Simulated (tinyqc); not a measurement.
Inside a calculation. Model: single-band model of a thermoelectric material. Computed by tinyqc, a small Python program that keeps every step. Command: `OMP_NUM_THREADS=1 python tinyqc.py 3004242 3004243 out.jsonl thermo walk`. One thread of a shared host (Intel(R) Xeon(R) Processor @ 2.30GHz), about 0.01 s of CPU time with the checks. Intermediate numbers are printed to about 6 digits and carried at full precision; extremes and crossings named in words are read from the listed rows.

One spherical band, one scattering law, no minority carriers and no phonon drag. In a real material minority carriers limit |S| to about E_g/(2 e T), so larger values are formal. eta = E_F/(k_B T) is counted from the band edge; f = 1/(1 + exp(x - eta)).

Inputs (values chosen for the exercise, for a model material): density-of-states mass m = 0.27 m_0; mobility parameter mu_300 = 750 cm^2/(V s); temperature exponent p = 0.5; lattice thermal conductivity kappa_L = 1.4 W/(m K); carrier density n = 3.6e+17 1/cm^3; temperature T = 660 K.

Band: parabolic. Scattering: polar optical (high temperature), r = 0.5.

Constants: m_0 = 9.1093837015e-31 kg; k_B = 1.380649e-23 J/K; hbar = 1.054571817e-34 J s; k_B = 8.617333262e-05 eV/K; e = 1.602176634e-19 C.

## Fermi level

With x = E/(k_B T), a = alpha k_B T (0 for a parabolic band), G = x (1 + a x), D = 1 + 2 a x and <y> = int y f (1 - f) dx, f = 1/(1 + exp(x - eta)): tau = tau_0 G^r/D; transport function s = G^(3/2 + r)/D^2; n = N_0 <G^(3/2)> with N_0 = (2 m k_B T)^(3/2)/(3 pi^2 hbar^3). Integrals over x = E/(k_B T) use 160 Gauss-Legendre points in u = sqrt(x) from 0 to sqrt(max(eta, 0) + 32). Solve for eta.

N_0 = 8.64202e+18 1/cm^3

reduced Fermi level eta = -3.45190

## Transport integrals

The formulas are those given above.

<s> = 0.0628759

<x s> = 0.189367

<x^2 s> = 0.758955

<G^(3/2)> = 0.0416569

<G^(3/2 + 2r)/D^4> = 0.104719

## Coefficients

sigma = e mu_0 N_0 <s> with mu_0 = e tau_0/m = mu_300 (T/300 K)^(-p); |S| = (k_B/e)(<x s>/<s> - eta); Lorenz number L = (k_B/e)^2 (<x^2 s>/<s> - (<x s>/<s>)^2); kappa_e = L sigma T; zT = S^2 sigma T/(kappa_L + kappa_e). Hall factor r_H = <G^(3/2)> <G^(3/2 + 2r)/D^4>/<s>^2; drift mobility sigma/(n e) with n = N_0 <G^(3/2)>; power factor S^2 sigma.

conductivity sigma = 44.0210 S/cm

Seebeck coefficient |S| = 556.994 microvolt/K

Lorenz number L = 2.22776 1e-8 V^2/K^2

drift mobility = 763.216 cm^2/(V s)

Hall factor r_H = 1.10343

power factor = 13.6572 microwatt/(cm K^2)

kappa_e = 0.0647250 W/(m K)

zT = 0.615389

L is 91 % of the degenerate value pi^2/3 (k_B/e)^2 = 2.443; the classical limit for this r is (r + 5/2)(k_B/e)^2 = 2.228. The charge carriers transport 4 % of the heat.

## Limiting formulas for the Seebeck coefficient

Classical: |S| = (k_B/e)[r + 5/2 - ln(n/N_c)], N_c = (3 sqrt(pi)/4) N_0. Degenerate (Mott): |S| = (pi^2/3)(k_B/e)(r + 3/2)/eta_F, eta_F = (n/N_0)^(2/3).

Seebeck coefficients:
```
formula        |S| (microvolt/K)  deviation (%)
full integral             556.99          0.000
classical                 556.94         -0.011
degenerate               4718.35        747.109
```

At eta = -3.45 the classical formula is the closer one, off by 0.011 %; the other is out of its range.

## Best doping

Quality factor B = (k_B/e)^2 e mu_0 N_0 T/kappa_L; zT is maximised over eta between -8 and 30.

quality factor B = 0.245097

eta of the largest zT = -0.340625

density of the largest zT = 6.66691e+18 1/cm^3

largest zT = 2.00249

|S| at the largest zT = 306.710 microvolt/K

The sample is underdoped by a factor 18.5 and reaches 31 % of the best zT.  Caution: at so low a doping minority carriers, left out here, would cut S in a narrow-gap material.

## Against the Fermi level

The formulas are those given above.

The same material at other dopings:
```
eta   n (1/cm^3)  |S| (microvolt/K)  sigma (S/cm)  power factor (microwatt/(cm K^2))       zT
-4   2.09064e+17            603.802   2.55300e+01                              9.308  0.42733
-3   5.62160e+17            518.622   6.88653e+01                             18.523  0.81431
-2   1.48541e+18            435.050   1.83450e+02                             34.721  1.37244
-1   3.76577e+18            355.317   4.74192e+02                             59.867  1.88388
0    8.79016e+18            283.375   1.15166e+03                             92.480  1.97188
1    1.81013e+19            223.567   2.52925e+03                            126.418  1.62491
2    3.24395e+19            177.578   4.92037e+03                            155.159  1.17548
4    7.48061e+19            118.940   1.34798e+04                            190.696  0.57675
6    1.31501e+20             86.696   2.75044e+04                            206.726  0.31115
10   2.76689e+20             54.895   7.23158e+04                            217.920  0.12453
```

The power factor still rises at the last row; zT peaks at eta = 0, where kappa_e begins to outweigh the gain.

Checks made by the program: |S| against (k_B/e)[(r + 5/2) F_(r+3/2)/((r + 3/2) F_(r+1/2)) - eta] by adaptive quadrature (relative difference below 1e-10).
